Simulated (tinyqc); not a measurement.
Length of a polyene: Hueckel, PPP and singles CI along the polyenes. Computed by the program tinyqc. 

All-trans chains of carbon centres 1.40 angstrom apart:

| parameter | value |
|---|---|
| beta (eV), times 1 +/- alternation | -2.210000 |
| alternation | 0 |
| W (eV) | 11.160000 |
| gamma_rr (eV) | 10.110000 |
| repulsion formula | Ohno |

Hueckel uses the same beta without repulsion; CIS keeps all single excitations and so misses the low, doubly excited 2Ag state. W is the valence ionisation energy of a centre, MN the Mataga-Nishimoto formula, f the oscillator strength.

Gaps and excitations (eV):

| centres | Hueckel gap | PPP orbital gap | bright singlet (CIS) | f | lowest triplet (CIS) |
|---|---|---|---|---|---|
| 2 | 4.420 | 11.630 | 5.870 | 0.503 | 2.970 |
| 4 | 2.732 | 9.091 | 4.552 | 0.982 | 1.926 |
| 6 | 1.967 | 7.777 | 3.754 | 1.405 | 1.422 |
| 8 | 1.535 | 6.973 | 3.223 | 1.781 | 1.142 |
| 10 | 1.258 | 6.434 | 2.846 | 2.113 | 0.970 |
| 12 | 1.066 | 6.050 | 2.567 | 2.411 | 0.857 |

The Hueckel gap tends to 4 x alternation x |beta| = 0.00 eV for long chains (zero without alternation, falling as 1/N). Exchange opens the PPP orbital gap, and the attraction of electron and hole brings the bright state 3.48 eV below it at 12 centres; the triplet lies 1.71 eV lower still.
